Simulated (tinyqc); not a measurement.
# Band bending at a free surface with a continuum of surface states, surface photovoltage and Kelvin probe: what changes with what

n-type bulk, xi = Ec - EF = Vt ln(Nc/Nd), p0 = ni^2/Nd, ni = sqrt(Nc Nv) exp(-Eg/(2 Vt)), Eg in volts. b is the upward band bending, u = b/Vt. Space charge per area, in units of q: Qc = sign(b) sqrt((2 eps0 eps_r Vt/q) [(Nd + dn)(exp(-u) - 1) + Nd u + (p0 + dn)(exp(u) - 1)]), with dn the excess density under light (flat quasi-Fermi levels; 0 in the dark). The states hold -Ds (E0 - xi - b): negative while the Fermi level lies above the neutrality level. Neutrality: Qc + Qf + (charge of the states) = 0.

Parameters, values chosen for the exercise; band and dielectric values close to those of 4H silicon carbide: temperature T = 300 K; band gap Eg = 3.26 eV; relative permittivity eps_r = 9.8; conduction-band density of states at T Nc = 1.7e19 cm^-3; valence-band density of states at T Nv = 2.45e19 cm^-3; donor density Nd = 2.4e16 cm^-3; fixed positive charge at the surface Qf = 4.6e10 cm^-2; density of surface states Ds = 6.4e11 cm^-2 eV^-1; depth of their neutrality level below the conduction edge E0 = 1.02 eV.

Constants: q = 1.602176634e-19 C, kB = 1.380649e-23 J/K, Vt = kB T/q, eps0 = 8.8541878128e-14 F/cm where lengths are in cm. Results are converted to the units shown.

Each table varies one quantity; the others keep the values above.

## Pinning by the surface states

b solves the neutrality condition in the dark.

Pinning by the surface states:

| Ds (cm^-2 eV^-1) | b (V) | xi + b (eV) | Qc (cm^-2) |
|---|---|---|---|
| 2.4e10 | -0.01053 | 0.1591 | -2.534e10 |
| 6.7e10 | 0.004897 | 0.1746 | 1.064e10 |
| 1.8e11 | 0.05899 | 0.2287 | 9.644e10 |
| 5.1e11 | 0.2681 | 0.4378 | 2.509e11 |
| 1.4e12 | 0.5530 | 0.7227 | 3.702e11 |
| 3.9e12 | 0.7289 | 0.8986 | 4.275e11 |
| 1.1e13 | 0.8052 | 0.9749 | 4.501e11 |
| 2.9e13 | 0.8330 | 1.003 | 4.581e11 |
| 8.1e13 | 0.8441 | 1.014 | 4.612e11 |

What does the table show?

b rises from -0.0105 to 0.844 V. The Fermi level moves towards E0 = 1.02 eV and is within 6.26 meV of it in the last row; it is half-way there at the Ds that solves Ds b = Qc(b) + Qf with b = (E0 - xi)/2, 8.66e11 cm^-2 eV^-1.

## Photovoltage against injection

Same model as above.

Under chopped light the surface charge keeps its dark value, so b falls to bL with Qc(bL, dn) = Qc(b, 0); the photovoltage is b - bL.

Photovoltage against injection:

| dn (cm^-3) | bL (V) | photovoltage (mV) | share of b removed (%) |
|---|---|---|---|
| 2e7 | 0.33529 | 0.0092447 | 0.0027572 |
| 3.6e8 | 0.33513 | 0.16540 | 0.049330 |
| 6.5e9 | 0.33259 | 2.7068 | 0.80729 |
| 1.2e11 | 0.31241 | 22.890 | 6.8269 |
| 2.1e12 | 0.26676 | 68.533 | 20.440 |
| 3.8e13 | 0.20794 | 127.36 | 37.984 |
| 6.8e14 | 0.14405 | 191.25 | 57.039 |
| 1.2e16 | 0.079496 | 255.80 | 76.291 |
| 2.2e17 | 0.027685 | 307.61 | 91.743 |

The photovoltage rises from 0.00924 to 308 mV, towards the full b = 335 mV. Its steepest rise is 51.8 mV a decade (Vt ln 10 = 59.5 mV), and it reaches 91.7 % of b in the last row: even strong light does not flatten the bands fully, so a saturation reading understates b. For dn = 2.2e17 the injection is high, and a Dember voltage, left out here, adds to the signal.

Computed by the program tinyqc: `OMP_NUM_THREADS=1 python tinyqc.py 2430042 2430043 out.jsonl`, one thread of a shared Intel Xeon 2.30GHz, about 0.01 s for the whole run.
